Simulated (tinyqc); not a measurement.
Conductance of a narrow metal strip with scatterers (square lattice, Green functions): sweeps and comparisons. A value that a table varies takes the place of the one given here.

A strip of W sites across with hard walls, site energy 0 and hopping -t. Mode n = 1 to W has profile chi_n(j) = sqrt(2/(W + 1)) sin(n j pi/(W + 1)) and energy en = -2t cos(n pi/(W + 1)); E = en - 2t cos(kn a). With z_n = exp(i kn a) (Im k > 0 for closed modes, |z| < 1) each lead gives the self-energy -t z_n in mode n. One column carries the site energies v, here a uniform barrier across the strip, as of a grain boundary. In the mode basis V_nm = sum_j chi_n(j) v_j chi_m(j), G = (E - en + 2 t z_n - V)^-1, and t_nm = 2t sqrt(sin(kn a) sin(km a)) G_nm in size for open modes. T = sum |t_nm|^2, conductance (2e^2/h) T.

Constants: e^2/h = 3.874045865e-05 S.

Inputs chosen for the exercise (hopping and spacing of the size met in Cu or Al; the lattice is a model; shifted at random, so the results belong to these values and not to a real crystal): t = 1.58 eV (hopping); W = 4 (sites across); v = (2.3, 2.3, 2.3, 2.3) eV (site energies in the scattering column); a = 2.44 angstrom (spacing); E = -3.91 eV (Fermi energy).

## Conductance steps with and without the scatterer

E is varied across the lower half of the band.

Against energy:
```
E/t    E (eV)  open modes       T  reflected
-3.30  -5.214           1  0.3559     0.6441
-2.95  -4.661           1  0.5123     0.4877
-2.65  -4.187           1  0.5807     0.4193
-2.30  -3.634           2  0.9811     1.0189
-1.95  -3.081           2  1.1596     0.8404
-1.65  -2.607           2  1.2344     0.7656
-1.30  -2.054           3  1.4047     1.5953
-0.95  -1.501           3  1.6949     1.3051
-0.65  -1.027           3  1.7750     1.2250
-0.30  -0.474           4  1.8943     2.1057
0.05    0.079           4  2.0469     1.9531
```

What does this show?

The clean strip goes from 1 to 4 open modes. The reflected flux ranges from 0.419 (E/t = -2.65) to 2.106 (E/t = -0.3). A uniform barrier reflects each mode by v^2/(v^2 + (2t sin(kn a))^2), most the slow ones just above their thresholds.

## The same scatterer in wider strips

Width (W + 1) a; the strength is the entry of v largest in size. The barrier spans the width. Added resistance (1/T - 1/M)/(2 e^2/h), M the number of open modes.

Against width:
```
W   width (angstrom)  M       T     T/M  added resistance (ohm)
3                9.8  1  0.5757  0.5757                  9511.5
4               12.2  2  0.8134  0.4067                  9413.7
5               14.6  2  1.0822  0.5411                  5473.4
6               17.1  2  1.1666  0.5833                  4610.5
8               22.0  3  1.6900  0.5633                  3334.6
10              26.8  4  2.1842  0.5461                  2682.3
14              36.6  6  3.1032  0.5172                  2007.9
20              51.2  8  4.4100  0.5512                  1313.4
```

What does this show, and why?

The added resistance is 9511 ohm at W = 3 and 1313.4 at W = 20; from W = 10 to 20 it changes by a factor 0.49, where 1/M gives 0.50 and 1/M^2 gives 0.25. A barrier across the strip keeps T/M near a constant (0.52 to 0.56 for W of 8 and more), so its resistance goes as 1/width on average, with steps as modes open: resistance times width runs from 67.3 to 73.5 kohm angstrom there.

## What each change does

Open modes M, T and the added resistance (1/T - 1/M)/(2 e^2/h). Each row changes one parameter from the base and keeps the others.

Results:
```
case                             M       T  added resistance (ohm)
base                             2  0.8134                    9414
t = 1.643 eV                     2  0.9495                    7139
E = -3.78 eV                     2  0.9027                    7844
v = (2.99, 2.99, 2.99, 2.99) eV  2  0.6107                   14680
```

What can be read from the table?

The largest shifts from the base row, up to three for each result and ties (the steps differ in size, so this ranks the rows, not the parameters). M: unchanged at the printed digits by t, E and v. T: v -0.2027, t +0.1361, E +0.0893. added resistance (ohm): v +5266, t -2274, E -1570.

Computed by tinyqc, a small Python program: `OMP_NUM_THREADS=1 python tinyqc.py 1482496 1482497 out.jsonl` (the numbers bound the seed that draws the inputs); one thread of a shared host (Intel(R) Xeon(R) Processor @ 2.30GHz), about 0.01 s for the whole set of steps.
